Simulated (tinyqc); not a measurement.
# Worked calculation: interface traps from C-V curves, high-low and Terman methods

Numbers from tinyqc (`OMP_NUM_THREADS=1 python tinyqc.py 2030027 2030028 out.jsonl`; about 0.01 s on one thread of a shared Intel Xeon 2.30GHz). Printed values are rounded.

MOS capacitor on an n-type substrate; psi is the band bending, negative in depletion; only majority carriers are counted. At the bending psi the Fermi level lies y = xi - psi below the conduction edge at the surface, xi = Vt ln(Nc/Nd). Dit(y) = D0 + D1 exp(-y/E1); traps fill up to the Fermi level, follow the bias and a slow signal, and do not follow a fast one. V is the gate voltage from flat band.

Values chosen for this exercise; band and dielectric values close to those of silicon:
- T = 350 K (temperature)
- eps_r = 11.8 (relative permittivity)
- Nc = 3.54e19 cm^-3 (conduction-band density of states at T)
- Nd = 2.2e15 cm^-3 (donor density)
- EOT = 2.3 nm (equivalent oxide thickness)
- D0 = 2.7e11 cm^-2 eV^-1 (trap density far from the band edge)
- D1 = 5.5e12 cm^-2 eV^-1 (band-tail density at the conduction edge)
- E1 = 0.18 eV (decay energy of the tail)
- n = 8 (points)
- pa = -0.42 V (deepest band bending)
- pb = -0.045 V (shallowest band bending)

Constants: q = 1.602176634e-19 C, kB = 1.380649e-23 J/K, Vt = kB T/q, eps0 = 8.8541878128e-14 F/cm where lengths are in cm. Results are converted to the units shown.

## The curves

Cox = 3.9 eps0/EOT, LD = sqrt(eps0 eps_r Vt/(q Nd)), u = psi/Vt, Cd = (eps0 eps_r/(sqrt(2) LD)) |exp(u) - 1|/sqrt(exp(u) - u - 1). Ideal V0 = psi - sqrt(2) (eps0 eps_r Vt/LD) sqrt(exp(u) - u - 1)/Cox for psi < 0; the traps add dV = (q/Cox) times the integral of Dit from 0 to psi = (q/Cox) [D0 psi + D1 E1 exp(-xi/E1) (exp(psi/E1) - 1)]. 1/C_HF = 1/Cox + 1/Cd, 1/C_LF = 1/Cox + 1/(Cd + q Dit). Take n equally spaced psi from pa to pb.

```
point    psi (V)    y (eV)  Dit (cm^-2 eV^-1)     V0 (V)      V (V)  C_HF (nF/cm^2)  C_LF (nF/cm^2)
0      -0.420000  0.712137         3.75234e11  -0.431286  -0.462212         21.4231         77.6206
1      -0.366429  0.658565         4.11714e11  -0.376911  -0.405592         23.0412         84.3438
2      -0.312857  0.604994         4.60839e11  -0.322468  -0.348662         25.0941         93.1883
3      -0.259286  0.551422         5.26992e11  -0.267938  -0.291318         27.8178         104.897
4      -0.205714  0.497851         6.16078e11  -0.213289  -0.233414         31.6657         120.533
5      -0.152143  0.444279         7.36046e11  -0.158461  -0.174738         37.6052         141.726
6      -0.098571  0.390708         8.97600e11  -0.103339  -0.114969         47.9122         171.254
7      -0.045000  0.337137         1.11516e12  -0.047658  -0.053566         68.2720         214.455
```

Cox = 1501.36 nF/cm^2

At the deepest bending the traps stretch the gate voltage from -0.431 to -0.462 V.

## High-low extraction

q Dit = (1/C_LF - 1/Cox)^(-1) - (1/C_HF - 1/Cox)^(-1) at each point.

Dit by high-low, point 0 to 7 (cm^-2 eV^-1): 3.75234e11  4.11714e11  4.60839e11  5.26992e11  6.16078e11  7.36046e11  8.97600e11  1.11516e12

With a true high-frequency curve this returns Dit exactly.

## Terman extraction

psi at each point follows from C_HF and the ideal curve. Dit = (Cox/q) d(V - V0)/dpsi by central differences over the two neighbours.

Dit by Terman, point 1 to 6 (cm^-2 eV^-1): 4.13815e11  4.63668e11  5.30803e11  6.21210e11  7.42957e11  9.06907e11

The differences overstate the curved tail; the largest error is 1.0 %, at point 6.
